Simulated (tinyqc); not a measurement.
Inside a calculation. Model: longitudinal sound in a periodic multilayer: transfer matrices, stop bands and folded phonons. Computed by tinyqc, a small Python program that keeps every step. Command: `OMP_NUM_THREADS=1 python tinyqc.py 3002324 3002325 out.jsonl multilayer walk`. One thread of a shared host (Intel(R) Xeon(R) Processor @ 2.30GHz), about 0.01 s of CPU time with the checks. Intermediate numbers are printed to about 6 digits and carried at full precision; extremes and crossings named in words are read from the listed rows.

Layers 1 and 2 repeat with period d = d_1 + d_2; waves travel normal to the layers, without loss. State vector (u, s): displacement u and stress divided by omega. Impedances Z = rho v are in 1e6 kg/(m^2 s).

Inputs (values chosen for the exercise, modelled on silica (layer 1), tungsten (layer 2) and silica (substrate)):

| quantity | value | unit |
|---|---|---|
| density rho_1 | 2.19 | g/cm^3 |
| velocity v_1 | 6030 | m/s |
| thickness d_1 | 336 | nm |
| density rho_2 | 19.2 | g/cm^3 |
| velocity v_2 | 5270 | m/s |
| thickness d_2 | 294 | nm |
| substrate density | 2.19 | g/cm^3 |
| substrate velocity | 6020 | m/s |
| periods N | 5 | - |
| frequency f | 4.26 | GHz |

## Impedances, mean velocity and Bragg frequency

Z = rho v; interface reflection r = (Z_2 - Z_1)/(Z_2 + Z_1) (stress amplitude, from 1 into 2); Bragg frequency f_B = 1/[2 (d_1/v_1 + d_2/v_2)]; long-wave velocity v_eff = d/sqrt[(d_1/v_1)^2 + (d_2/v_2)^2 + (Z_1/Z_2 + Z_2/Z_1)(d_1/v_1)(d_2/v_2)].

Z_1 = 13.2057

Z_2 = 101.184

Z of the substrate = 13.1838

interface reflection r = 0.769110

Bragg frequency f_B = 4.48395 GHz

long-wave velocity v_eff = 3610.86 m/s

## Transfer matrix of one period

A layer maps (u, s) by [[cos p, sin p/Z], [-Z sin p, cos p]], p = 2 pi f d_i/v_i; one period is M = M_2 M_1, and cos(q d) = trace(M)/2.

phase p_1 = 1.49146 rad

phase p_2 = 1.49323 rad

M:
```
           1           2
1  -0.123569  0.00663040
2   -9.01519    -7.60894
```

trace(M)/2 = -3.86625

|trace/2| > 1: f lies in a stop band, and the amplitude falls by a factor 7.601 a period.

## Transmission through N periods

For N periods A = M^N. A wave comes from a thick layer of material 1 and leaves into the substrate (Z_s): transmitted power T = 4 Z_1 Z_s/|Z_1 A_22 + Z_s A_11 - i (Z_1 Z_s A_12 - A_21)|^2, reflected power R = 1 - T.

A = M^N:
```
          1         2
1   27.1530   22.5212
2  -30621.6  -25398.1
```

transmitted power T = 6.13863e-09

T in decibel = -82.1193 dB

## The first stop band

Gap m contains m f_B; its edges, where trace(M)/2 = (-1)^m, are found by root search. Weak-contrast estimate of the width: (4 f_B/pi) |r sin(m pi a)|, a = (d_1/v_1)/(d_1/v_1 + d_2/v_2).

lower edge = 1.97921 GHz

upper edge = 6.98868 GHz

width/f_B = 111.720 %

transmitted power at f_B = 5.72582e-09

Caution: so small a transmitted power at f_B holds only for perfect layers and strictly normal incidence.

## The first four gaps

The formulas are those given above.

Stop bands (GHz):

| m | lower edge | upper edge | width | weak-contrast estimate |
|---|---|---|---|---|
| 1 | 1.9792 | 6.9887 | 5.00947 | 4.39096 |
| 2 | 8.9638 | 8.9720 | 0.00818 | 0.00818 |
| 3 | 10.9471 | 15.9566 | 5.00945 | 4.39094 |
| 4 | 17.9276 | 17.9440 | 0.01635 | 0.01635 |

With a = 0.500, gap 1 is the widest and gap 2 the narrowest: the layers are near a quarter wave each at f_B, so the even gaps almost close. The weak-contrast estimate misses the first width by -12.3 % at |r| = 0.77. Odd gaps open at the edge of the folded zone (q = pi/d), even ones at its centre.

## Mirror strength against the number of periods

The formulas are those given above.

Transmitted power:

| N | T at f_B | T at f_B (dB) | T at f |
|---|---|---|---|
| 1 | 0.0657646 | -11.8201 | 0.0661356 |
| 2 | 0.00115794 | -29.3631 | 0.00118310 |
| 3 | 1.97349e-05 | -47.0477 | 2.04898e-05 |
| 4 | 3.36154e-07 | -64.7346 | 3.54655e-07 |
| 6 | 9.75298e-11 | -100.109 | 1.06252e-10 |
| 8 | 2.82968e-14 | -135.483 | 3.18322e-14 |
| 12 | 2.38197e-21 | -206.231 | 2.85711e-21 |
| 16 | 2.00509e-28 | -276.979 | 2.56441e-28 |
| 24 | 1.42080e-42 | -418.475 | 2.06590e-42 |

At f_B each further period removes 17.69 dB at large N, which is 20 log10 of the impedance ratio, 17.69 dB, as for a quarter-wave stack; 99 % reflection needs N = 2 among these rows. At f, in a stop band, T decays as well. Values below about 1e-6 belong to the ideal stack: roughness and scattering into other modes, left out here, set a floor in a real one.

Checks made by the program: trace against Rytov's formula cos p_1 cos p_2 - (1/2)(Z_1/Z_2 + Z_2/Z_1) sin p_1 sin p_2 (relative difference below 1e-10).
